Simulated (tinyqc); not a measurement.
Arrhenius fit: deep-level transient spectroscopy (DLTS) of one majority-carrier trap. Computed by tinyqc, a small Python program. Command: `OMP_NUM_THREADS=1 python tinyqc.py 3023838 3023839 out.jsonl dlts walk`. One thread of a shared host (Intel(R) Xeon(R) Processor @ 2.30GHz), about 0.06 s of CPU time with the checks.

A filling pulse loads the traps in a one-sided junction; under reverse bias they empty at the rate e, and the capacitance relaxes as C(t) = C_0 - dC exp(-e t). The signal is S = [C(t_2) - C(t_1)]/dC.

Inputs (values chosen for the exercise, with mass and screening modelled on germanium):
```
quantity,value,unit
density-of-states mass m,0.227,m_0
valleys M,4,-
trap depth E_t,0.224,eV
cross-section sigma_0,1.4e-16,cm^2
degeneracy ratio g,2,-
gate time t_1,0.0002,s
ratio t_2/t_1,10,-
```

Carriers: electrons. Extra term: none.

Constants: k_B = 8.617333262e-05 eV/K; k_B = 1.380649e-23 J/K; m_0 = 9.1093837015e-31 kg; h = 6.62607015e-34 J s.

Method:
- e = g sigma v N_b exp(-E/k_B T), v = sqrt(3 k_B T/m), N_b = 2 M (2 pi m k_B T/h^2)^(3/2), sigma = sigma_0, E = E_t.
- S(e) = exp(-e t_1) - exp(-e t_2) peaks at the rate window e_0 = ln(t_2/t_1)/(t_2 - t_1).
- t_1 is scaled by 0.1, 0.3, 1, 3, 10 and 30 at fixed t_2/t_1; each T_p by bisection.
- Least squares of ln(e_0/T_p^2) on 1/(k_B T_p): slope -E_a, intercept ln(gamma sigma_a) with gamma = v N_b/T^2 = sqrt(3 k_B/m) 2 M (2 pi m k_B/h^2)^(3/2). For comparison, the slope of ln e_0 alone.

Arrhenius data:
```
t_1 (s),e_0 (1/s),T_p (K),1/(k_B T_p) (1/eV),ln(e_0/T_p^2)
0.00002,1.27921e+04,178.751,64.9200,-0.91540
0.00006,4.26405e+03,167.578,69.2483,-1.88493
0.00020,1.27921e+03,156.760,74.0273,-2.95543
0.00060,4.26405e+02,147.984,78.4174,-3.93882
0.00200,1.27921e+02,139.381,83.2575,-5.02301
0.00600,4.26405e+01,132.323,87.6981,-6.01770
```

apparent depth E_a = 0.224 eV

intercept = 13.627

gamma = 2.9569e+21 cm^-2 s^-1 K^-2

apparent cross-section = 2.8000e-16 cm^2

slope without T^2 = 0.25037 eV

What does the comparison show, and why?

The apparent depth is 0.2240 eV against E_t = 0.224 eV, and the apparent cross-section is 2.00 times sigma_0: only the degeneracy ratio enters. Leaving out the T^2 factor overstates the slope by 26 meV, about 2 k_B T_p.

Extremes, crossings and ranges named in words are read from the listed rows.
